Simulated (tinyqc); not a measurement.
# Surface Green function of a zigzag honeycomb ribbon two chains wide, Sancho-Rubio decimation, step by step

Numbers from tinyqc (`OMP_NUM_THREADS=1 python tinyqc.py 2680124 2680125 out.jsonl`; about 0.08 s on one thread of a shared Intel Xeon 2.30GHz). Printed values are rounded.

A semi-infinite lead of cells 0, 1, 2, ... with H0 inside a cell and H1 = <cell i|H|cell i + 1>. Cell of four sites joined 1-2-3-4 by -t; site 2 joins site 1 of the next cell and site 3 joins site 4 of the next cell. z = E + i eta.

Inputs (values chosen for the exercise): hopping t = 1 eV; site energy, +dl on sites 1, 3 and -dl on sites 2, 4 dl = 0 eV; energy E = -1.27 eV; broadening eta = 0.1 eV.

## The blocks

Read off from the list of hoppings.

H0 (eV):
```
    1   2   3   4
1   0  -1   0   0
2  -1   0  -1   0
3   0  -1   0  -1
4   0   0  -1   0
```

H1 (eV):
```
    1  2  3   4
1   0  0  0   0
2  -1  0  0   0
3   0  0  0  -1
4   0  0  0   0
```

## Round 1: decimation

Start with e_s = e = H0, a = H1, b = H1^dagger. Each round: g = (z - e)^(-1); e_s <- e_s + a g b; e <- e + a g b + b g a; a <- a g a; b <- b g b (all with the old a, b). Round k joins cells 2^k apart.

g (1/eV):
```
                   1                 2                 3                  4
1  -0.41428-0.20033i  0.45383-0.21299i  0.96935-0.11555i   0.76568-0.03070i
2   0.45383-0.21299i  0.55507-0.31588i  1.21952-0.24369i   0.96935-0.11555i
3   0.96935-0.11555i  1.21952-0.24369i  0.55507-0.31588i   0.45383-0.21299i
4   0.76568-0.03070i  0.96935-0.11555i  0.45383-0.21299i  -0.41428-0.20033i
```

e_s after round 1 (eV):
```
                   1                  2                  3                  4
1   0.00000+0.00000i  -1.00000+0.00000i   0.00000+0.00000i   0.00000+0.00000i
2  -1.00000+0.00000i  -0.41428-0.20033i  -0.23432-0.03070i   0.00000+0.00000i
3   0.00000+0.00000i  -0.23432-0.03070i  -0.41428-0.20033i  -1.00000+0.00000i
4   0.00000+0.00000i   0.00000+0.00000i  -1.00000+0.00000i   0.00000+0.00000i
```

e after round 1 (eV):
```
                   1                  2                  3                  4
1   0.55507-0.31588i  -1.00000+0.00000i   0.00000+0.00000i   1.21952-0.24369i
2  -1.00000+0.00000i  -0.41428-0.20033i  -0.23432-0.03070i   0.00000+0.00000i
3   0.00000+0.00000i  -0.23432-0.03070i  -0.41428-0.20033i  -1.00000+0.00000i
4   1.21952-0.24369i   0.00000+0.00000i  -1.00000+0.00000i   0.55507-0.31588i
```

a after round 1 (eV):
```
                    1                   2                   3                   4
1  0.000000+0.000000i  0.000000+0.000000i  0.000000+0.000000i  0.000000+0.000000i
2  0.453834-0.212990i  0.000000+0.000000i  0.000000+0.000000i  0.969348-0.115552i
3  0.969348-0.115552i  0.000000+0.000000i  0.000000+0.000000i  0.453834-0.212990i
4  0.000000+0.000000i  0.000000+0.000000i  0.000000+0.000000i  0.000000+0.000000i
```

b after round 1 (eV):
```
                    1                   2                   3                   4
1  0.000000+0.000000i  0.453834-0.212990i  0.969348-0.115552i  0.000000+0.000000i
2  0.000000+0.000000i  0.000000+0.000000i  0.000000+0.000000i  0.000000+0.000000i
3  0.000000+0.000000i  0.000000+0.000000i  0.000000+0.000000i  0.000000+0.000000i
4  0.000000+0.000000i  0.969348-0.115552i  0.453834-0.212990i  0.000000+0.000000i
```

## Round 2: decimation

As before.

g (1/eV):
```
                   1                  2                  3                  4
1   0.41900-1.02682i   0.57232-0.93183i  -0.84574+0.35637i  -0.77939+0.75973i
2   0.57232-0.93183i  -0.28756-1.29798i  -0.92444-0.27372i  -0.84574+0.35637i
3  -0.84574+0.35637i  -0.92444-0.27372i  -0.28756-1.29798i   0.57232-0.93183i
4  -0.77939+0.75973i  -0.84574+0.35637i   0.57232-0.93183i   0.41900-1.02682i
```

e_s after round 2 (eV):
```
                   1                  2                  3                  4
1   0.00000+0.00000i  -1.00000+0.00000i   0.00000+0.00000i   0.00000+0.00000i
2  -1.00000+0.00000i  -0.64140-0.45660i  -0.94802+0.05046i   0.00000+0.00000i
3   0.00000+0.00000i  -0.94802+0.05046i  -0.64140-0.45660i  -1.00000+0.00000i
4   0.00000+0.00000i   0.00000+0.00000i  -1.00000+0.00000i   0.00000+0.00000i
```

e after round 2 (eV):
```
                   1                  2                  3                  4
1  -1.20878-1.35530i  -1.00000+0.00000i   0.00000+0.00000i  -0.81044-1.08461i
2  -1.00000+0.00000i  -0.64140-0.45660i  -0.94802+0.05046i   0.00000+0.00000i
3   0.00000+0.00000i  -0.94802+0.05046i  -0.64140-0.45660i  -1.00000+0.00000i
4  -0.81044-1.08461i   0.00000+0.00000i  -1.00000+0.00000i  -1.20878-1.35530i
```

a after round 2 (eV):
```
                     1                   2                   3                    4
1   0.000000+0.000000i  0.000000+0.000000i  0.000000+0.000000i   0.000000+0.000000i
2  -0.284811-0.517711i  0.000000+0.000000i  0.000000+0.000000i  -0.777617-0.330054i
3  -0.777617-0.330054i  0.000000+0.000000i  0.000000+0.000000i  -0.284811-0.517711i
4   0.000000+0.000000i  0.000000+0.000000i  0.000000+0.000000i   0.000000+0.000000i
```

b after round 2 (eV):
```
                    1                    2                    3                   4
1  0.000000+0.000000i  -0.284811-0.517711i  -0.777617-0.330054i  0.000000+0.000000i
2  0.000000+0.000000i   0.000000+0.000000i   0.000000+0.000000i  0.000000+0.000000i
3  0.000000+0.000000i   0.000000+0.000000i   0.000000+0.000000i  0.000000+0.000000i
4  0.000000+0.000000i  -0.777617-0.330054i  -0.284811-0.517711i  0.000000+0.000000i
```

## Course of the decimation

Stop when the largest entry of a and b is below 1e-12 eV, or after 60 rounds. The last column is -Im Tr (z - e_s)^(-1)/pi. At the end g_s = (z - e_s)^(-1), and the bulk Green function is (z - e)^(-1).

Course of the iteration:
```
round  largest |a|, |b| (eV)  surface density of states (1/eV)
1                      0.976                           2.00434
2                      0.845                          0.546716
3                      0.454                          0.933395
4                      0.141                          0.849351
5                     0.0142                          0.851167
6                    1.69e-4                          0.851182
7                    2.77e-8                          0.851182
8                    < 1e-13                          0.851182
```

Converged in 8 rounds, which stand for 2^8 cells. E lies inside a band (2 open mode(s)), where only eta damps the waves, over about v/eta cells with v the group velocity in eV a cell.

## Self-energy, Dyson check and densities of states

converged surface Green function g_s (1/eV):
```
                     1                   2                   3                    4
1  -0.600402-0.533841i  0.184105-0.617938i  0.536659+0.125865i   0.412207+0.131564i
2   0.184105-0.617938i  0.172020-0.803192i  0.694144+0.106183i   0.536659+0.125865i
3   0.536659+0.125865i  0.694144+0.106183i  0.172020-0.803192i   0.184105-0.617938i
4   0.412207+0.131564i  0.536659+0.125865i  0.184105-0.617938i  -0.600402-0.533841i
```

converged bulk Green function (1/eV):
```
                     1                   2                   3                    4
1  -0.102268-0.731291i  0.398495-0.459256i  0.064297+0.305635i   0.062967+0.486274i
2   0.398495-0.459256i  0.006042-0.884731i  0.122210-0.205700i   0.064297+0.305635i
3   0.064297+0.305635i  0.122210-0.205700i  0.006042-0.884731i   0.398495-0.459256i
4   0.062967+0.486274i  0.064297+0.305635i  0.398495-0.459256i  -0.102268-0.731291i
```

Sigma = H1 g_s H1^dagger is what the lead adds to one more cell, and (z - H0 - Sigma)^(-1) must give g_s back. Densities of states: -Im of the diagonals over pi.

Sigma (eV):
```
                    1                    2                    3                   4
1  0.000000+0.000000i   0.000000+0.000000i   0.000000+0.000000i  0.000000+0.000000i
2  0.000000+0.000000i  -0.600402-0.533841i   0.412207+0.131564i  0.000000+0.000000i
3  0.000000+0.000000i   0.412207+0.131564i  -0.600402-0.533841i  0.000000+0.000000i
4  0.000000+0.000000i   0.000000+0.000000i   0.000000+0.000000i  0.000000+0.000000i
```

(z - H0 - Sigma)^(-1) (1/eV):
```
                     1                   2                   3                    4
1  -0.600402-0.533841i  0.184105-0.617938i  0.536659+0.125865i   0.412207+0.131564i
2   0.184105-0.617938i  0.172020-0.803192i  0.694144+0.106183i   0.536659+0.125865i
3   0.536659+0.125865i  0.694144+0.106183i  0.172020-0.803192i   0.184105-0.617938i
4   0.412207+0.131564i  0.536659+0.125865i  0.184105-0.617938i  -0.600402-0.533841i
```

```
orbital  surface density of states (1/eV)  bulk density of states (1/eV)
1                                0.169927                       0.232777
2                                0.255664                       0.281619
3                                0.255664                       0.281619
4                                0.169927                       0.232777
```

The surface cell holds 0.851 states per eV against 1.03 for a bulk cell.
